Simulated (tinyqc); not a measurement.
Worked calculation: LDA (VWN5) atom on a uniform radial grid, spin-unpolarised, for Be. Computed by tinyqc, a small Python program that keeps every step. Settings: Z = 4, points = 192, R = 12.3, functional = lda,vwn, mixing = 0.2, iteration cap = 58. Command: `OMP_NUM_THREADS=1 python tinyqc.py 23750 23751 out.jsonl` (the two numbers bound the seeds that draw the settings). One thread of a shared host (Intel(R) Xeon(R) Processor @ 2.60GHz), about 0.7 s of CPU time with the checks.

Spherical atom on a uniform radial grid r_j = j h with h = R/(N + 1), h sum u^2 = 1 and integrals as h times sums, u(0) = u(R) = 0 (atomic units):
```
parameter            value
Z                        4
points N               192
R                12.300000
h                 0.063731
mixing            0.200000
electrons in 1s          2
electrons in 2s          2
```

Three-point differences turn -u''/2 + [l(l+1)/2r^2 - Z/r + V] u = e u into a tridiagonal matrix (diagonal 1/h^2 + potential, off-diagonal -1/2h^2). D = sum f u^2; the Hartree potential y/r solves y'' = -D/r with y(0) = 0, y(R) = N_e; v_xc comes from rho = D/(4 pi r^2); E = sum f e - int D V + int D (V_H/2 + eps_xc); V(new) = V + mixing (V_H + v_xc - V).

Stop when input and output potentials agree to 1e-7.

Course of the cycle (hartree):
```
iteration            E     e(1s)     e(2s)  largest |V(out) - V(in)|
1          -13.3140018  -7.87409  -1.99194                  6.68e+00
2          -13.6324966  -6.85925  -1.52834                  5.06e+00
3          -13.8428507  -6.08788  -1.18693                  3.82e+00
4          -13.9793938  -5.50327  -0.93504                  2.87e+00
5          -14.0665398  -5.06160  -0.74878                  2.14e+00
6          -14.1212403  -4.72901  -0.61076                  1.59e+00
7          -14.1550125  -4.47944  -0.50825                  1.18e+00
8          -14.1755260  -4.29282  -0.43196                  8.68e-01
9          -14.1877895  -4.15374  -0.37508                  6.39e-01
10         -14.1950112  -4.05044  -0.33259                  4.70e-01
11         -14.1992051  -3.97395  -0.30081                  3.45e-01
...                ...       ...       ...                       ...
48         -14.2047040  -3.76251  -0.20450                  1.19e-05
49         -14.2047040  -3.76251  -0.20450                  9.78e-06
50         -14.2047040  -3.76251  -0.20450                  7.99e-06
51         -14.2047040  -3.76251  -0.20450                  6.51e-06
52         -14.2047040  -3.76251  -0.20449                  5.30e-06
53         -14.2047040  -3.76251  -0.20449                  4.30e-06
54         -14.2047040  -3.76251  -0.20449                  3.49e-06
55         -14.2047040  -3.76251  -0.20449                  2.82e-06
56         -14.2047040  -3.76251  -0.20449                  2.28e-06
57         -14.2047040  -3.76251  -0.20449                  1.84e-06
58         -14.2047040  -3.76251  -0.20449                  1.49e-06
```

Can the last value be used, and what does the course show?

Not by the stop rule, although the second column moves by less than 1e-07 over the last three steps; and the uniform grid itself carries an error of order h^2 at the cusp, far above the threshold. Not converged within 58 iterations: the residual falls steadily but slowly, by a factor of about 0.81 a step. Reruns (cap 100 unless said): mixing 0.3: converged in 45; mixing 0.6: converged in 18; the original settings with a cap of 400: converged in 71. Even converged, this uniform grid resolves the cusp poorly and misses the energy of the atom.
